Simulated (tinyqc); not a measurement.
Temperature series and Richardson plot: current of a Schottky diode by thermionic-emission-diffusion theory, and its read-back from I-V-T and C-V data. Computed by tinyqc, a small Python program. Command: `OMP_NUM_THREADS=1 python tinyqc.py 3012106 3012107 out.jsonl schottky walk`. One thread of a shared host (Intel(R) Xeon(R) Processor @ 2.30GHz), about 0.01 s of CPU time with the checks.

Full ionisation, no tunnelling, no recombination current. V is the voltage across the junction itself, forward positive.

Inputs (values chosen for the exercise, modelled on n-type silicon):

| quantity | value | unit |
|---|---|---|
| Richardson constant A* | 112 | A/(cm^2 K^2) |
| effective density of states at 300 K, N_c | 2.8e+19 | 1/cm^3 |
| permittivity eps | 11.7 | - |
| mobility mu | 1300 | cm^2/(V s) |
| barrier without image force phi_0 | 0.737 | eV |
| doping N | 1.4e+17 | 1/cm^3 |
| junction voltage V | 0.29 | V |

Barrier: uniform.

Constants: k_B = 8.617333262e-05 eV/K; e = 1.602176634e-19 C; eps_0 = 8.8541878128e-12 F/m.

Method:
- N_c(T) = N_c (T/300 K)^(3/2); V_bi = phi_0 - (k_B T/e) ln(N_c(T)/N); surface field F = sqrt(2 e N (V_bi - V - k_B T/e)/(eps eps_0)); image lowering d_phi = sqrt(e F/(4 pi eps eps_0)); effective barrier phi = phi_0 - d_phi.
- Collection velocity v_R = A* T^2/(e N_c(T)); diffusion velocity v_D = mu F; J = e N_c(T) v_R/(1 + v_R/v_D) exp(-phi/k_B T) [exp(e V/k_B T) - 1].
- Ideality n = (e/k_B T)/(d ln J/dV) by a central difference of +/- 1 mV; J_0 = J exp(-e V/(n k_B T)); apparent barrier phi_IV = k_B T ln(A* T^2/J_0); a C-V plot gives phi_CV = phi_0, the mean without lowering.
- A least-squares line of ln(J_0/T^2) against 1/(k_B T) gives a barrier (minus the slope) and a Richardson constant (exp of the intercept).

At the same junction voltage:

| T (K) | 1/k_B T (1/eV) | n | J_0 (A/cm^2) | phi_IV (eV) | ln(J_0/T^2) |
|---|---|---|---|---|---|
| 200 | 58.023 | 1.0290 | 1.8221e-11 | 0.69014 | -35.325 |
| 250 | 46.418 | 1.0313 | 8.4194e-08 | 0.69050 | -27.333 |
| 300 | 38.682 | 1.0343 | 2.5010e-05 | 0.69082 | -22.004 |
| 350 | 33.156 | 1.0382 | 1.5351e-03 | 0.69109 | -18.195 |
| 400 | 29.011 | 1.0433 | 3.5017e-02 | 0.69123 | -15.335 |
| 450 | 25.788 | 1.0503 | 4.1250e-01 | 0.69112 | -13.104 |

barrier from the Richardson plot = 0.68923 eV

Richardson constant from the plot = 105.82 A/(cm^2 K^2)

From 200 to 450 K n goes from 1.029 to 1.050 and phi_IV from 0.690 to 0.691 eV. The plot returns 0.689 eV against phi_0 = 0.737 and a constant 0.945 times the true A*.

Extremes, crossings and ranges named in words are read from the listed rows.
